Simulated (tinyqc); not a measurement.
Inside a calculation. Model: atomic layer deposition: Langmuir saturation, growth per cycle and coating of deep features. Computed by tinyqc, a small Python program that keeps every step. Command: `OMP_NUM_THREADS=1 python tinyqc.py 3028390 3028391 out.jsonl ald walk`. One thread of a shared host (Intel(R) Xeon(R) Processor @ 2.30GHz), about 0.02 s of CPU time with the checks. Intermediate numbers are printed to about 6 digits and carried at full precision; extremes and crossings named in words are read from the listed rows.

Precursor A sticks only on free sites, so a long enough pulse saturates; co-reactant B then frees the sites again.

Inputs (values chosen for the exercise, modelled on silicon dioxide from an aminosilane and ozone):
```
quantity                                   value      unit
precursor mass M                             174         u
site density q                               2.8    1/nm^2
growth per cycle at saturation G             1.2  angstrom
sticking probability beta on free sites  0.00059         -
precursor pressure p                          34        Pa
temperature T                                225         C
pulse time t                               0.085         s
co-reactant completion per pulse c_B         0.9         -
desorption energy E_d                       1.47        eV
purge time t_p                                13         s
aspect ratio a                                35         -
```

Feature: long trench.

Constants: u = 1.6605390666e-27 kg; k_B = 1.380649e-23 J/K; k_B = 8.617333262e-05 eV/K.

## Flux and saturation time

Wall flux F = p/sqrt(2 pi M k_B T); rate of filling k_a = beta F/q; desorption k_d = 1e13 exp(-E_d/(k_B T)) per second. 1/m^2 = 1e-18/nm^2. Temperatures in kelvin are T(C) + 273.15.

flux F = 304276 1/(nm^2 s)

k_a = 64.1154 1/s

k_d = 0.0134284 1/s

time to 99 % without desorption, ln(100)/k_a = 0.0718263 s

## The first four cycles

One cycle from coverage th0: pulse A gives th1 = th_s + (th0 - th_s) exp(-(k_a + k_d) t), th_s = k_a/(k_a + k_d); the purge leaves th2 = th1 exp(-k_d t_p); pulse B converts c_B th2 into film and leaves th3 = (1 - c_B) th2. Growth = G c_B th2. Start from th0 = 0.

Cycles:
```
cycle        th0       th1       th2        th3  growth (angstrom)
1      0.0000000  0.995499  0.836038  0.0836038           0.902921
2      0.0836038  0.995858  0.836340  0.0836340           0.903247
3      0.0836340  0.995858  0.836340  0.0836340           0.903247
4      0.0836340  0.995858  0.836340  0.0836340           0.903247
```

## Steady growth per cycle

The periodic state has th0 = th3: th0 = (1 - c_B) e_p th_s (1 - e_a)/(1 - (1 - c_B) e_p e_a), with e_a = exp(-(k_a + k_d) t), e_p = exp(-k_d t_p). Share of impinging molecules used = q (th1 - th0)/(F t).

coverage after pulse A = 0.995858

growth per cycle = 0.903247 angstrom

share of impinging molecules used = 9.87581e-05

The pulse is 5.45 filling times long: saturated. Desorption in the purge removes 16.0 % of the layer: the temperature window closes from above.

## Exposure for a deep feature

Diffusion-limited filling (Gordon) of a long trench of width w, hydraulic diameter 2w, so that a is replaced by a/2 in the hole formula: t = (q/F)(1 + 19a/8 + 3a^2/8). Reaction-limited filling needs ln(100)/k_a at any depth, k_a = beta F/q. Flow is molecular. The front picture holds when the modulus (a/2) sqrt(beta) is well above 1. Depth reached by the given pulse: solve the same formula for a. Exposure = p x diffusion-limited time; 1 langmuir = 1.33322e-4 Pa s.

diffusion-limited time = 0.00500138 s

exposure = 1275.46 langmuir

modulus = 0.425074

aspect ratio reached by the front in time t = 153.802

Diffusion needs 0.00500 s and reaction 0.0718 s: the surface reaction limits, though depth still lags the mouth. Caution: the modulus is not well above 1 or the Gordon time is under three times ln(100)/k_a, so there is no sharp front: the Gordon time is only a lower bound and the reaction time must be met as well. Caution: for a long trench the a/2 rule ignores the ln(a)/a transmission of a slit, so times at large a are too long. Caution: the depth reached is formal here: it is under 4/sqrt(beta), so no sharp front has formed.

## Coverage along the feature as the dose grows

Continuum model with steady gas transport: d2n/dz2 = 3 beta (1 - th) n/d_h^2 (d_h the hydraulic diameter, n = 1 at the mouth, no flux at the floor, 60 cells), d th/dt = beta F n (1 - th)/q; no desorption. Times are multiples of the larger of the Gordon time and ln(100)/k_a.

Coverage:
```
multiple      t (s)  top cell  quarter depth  half depth  three quarters  floor cell
0.05      0.0035913     0.205          0.189       0.177           0.170       0.167
0.10      0.0071826     0.368          0.344       0.326           0.315       0.312
0.20      0.0143653     0.601          0.575       0.555           0.542       0.538
0.40      0.0287305     0.841          0.825       0.813           0.805       0.803
0.60      0.0430958     0.937          0.930       0.924           0.920       0.919
0.80      0.0574611     0.975          0.972       0.969           0.968       0.967
1.00      0.0718263     0.990          0.989       0.988           0.987       0.987
1.30      0.0933742     0.997          0.997       0.997           0.997       0.997
```

At a multiple of 0.2 the coverage is 0.60 at the top and 0.54 at the floor. The coverage falls gradually with depth, without a sharp front. In the last row the floor reaches 0.997.

Checks made by the program: periodic state against 400 explicit cycles (relative difference below 1e-10).
